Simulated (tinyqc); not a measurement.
Pair-potential crystal by lattice sums: one step, computed by the program tinyqc. Command: `OMP_NUM_THREADS=1 python tinyqc.py 3030056 3030057 out.jsonl pairsum walk`. One thread of a shared host (Intel(R) Xeon(R) Processor @ 2.30GHz), about 0.02 s of CPU time with the checks.

Energy per atom E = (1/2) sum over neighbours of phi(r); d is the nearest-neighbour distance.

Task: Energy and virial pressure. E = (1/2) sum count x phi; P = -(1/(6 Omega)) sum count x r phi', Omega = 0.707107 d^3.

Inputs (values chosen for the exercise, for model atoms): pair minimum r0 = 2.53 angstrom; trial neighbour distance d/r0 = 0.969.

Potential: Morse. Structure: fcc.

Shells:
```
shell  count  r (angstrom)    phi (eV)  phi' (eV/angstrom)  phi'' (eV/angstrom^2)
1         12      2.451570  -0.3084008          -0.5853812               9.993474
2          6      3.467044  -0.0441110           0.1210647              -0.318819
3         24      4.246244  -0.0049432           0.0140544              -0.039706
4         12      4.903140  -0.0007546           0.0021770              -0.006203
5         24      5.481877  -0.0001382           0.0004156              -0.001197
6          8      6.005096  -0.0000263           0.0000898              -0.000270
7         48      6.486245  -0.0000039           0.0000191              -0.000069
8          6      6.934087  -0.0000001           0.0000017              -0.000019
```

Constants: 1 eV/angstrom^3 = 160.2176634 GPa.

Give: energy at the trial distance; pressure at the trial distance.

Result:

energy at the trial distance = -2.048 eV/atom

pressure at the trial distance = 33.52 GPa

The pressure is positive, so the lattice wants to expand.
